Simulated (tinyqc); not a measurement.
From results back to parameters: averaged masses of warped heavy- and light-hole bands. Three cases, with inputs chosen for the exercise.

Problem. For B along [111] the central orbits have s = 1/4 all round, so the cyclotron masses are 1/(g1 -/+ sqrt(g2^2 + 3 g3^2)). They are given with the heavy-hole mass along [100], 1/(g1 - 2 g2); g2 and g3 are positive.

Case 1.

heavy and light cyclotron mass for B along [111]; heavy mass along [100] (m0): 0.3832464  0.0415098  0.2044990

Case 2.

heavy and light cyclotron mass for B along [111]; heavy mass along [100] (m0): 0.3791753  0.0414891  0.2053388

Case 3.

heavy and light cyclotron mass for B along [111]; heavy mass along [100] (m0): 0.4167961  0.0147884  0.2398082

Find: g1; sqrt(g2^2 + 3 g3^2); g2; g3.

Solution. The mean of the two inverse cyclotron masses is g1 and half their difference is the root; g2 = (g1 - 1/m[100])/2, and g3 follows.

Case 1.

g1 = 13.35
sqrt(g2^2 + 3 g3^2) = 10.741
g2 = 4.23
g3 = 5.70

Case 2.

g1 = 13.37
sqrt(g2^2 + 3 g3^2) = 10.733
g2 = 4.25
g3 = 5.69

Case 3.

g1 = 35.01
sqrt(g2^2 + 3 g3^2) = 32.611
g2 = 15.42
g3 = 16.59

Computed by tinyqc, one run a case: `OMP_NUM_THREADS=1 python tinyqc.py N N+1 out.jsonl` with N = 1080405, 1080406, 1080424; one thread of a shared Intel(R) Xeon(R) Processor @ 2.30GHz, about 0.02 s a run at most.
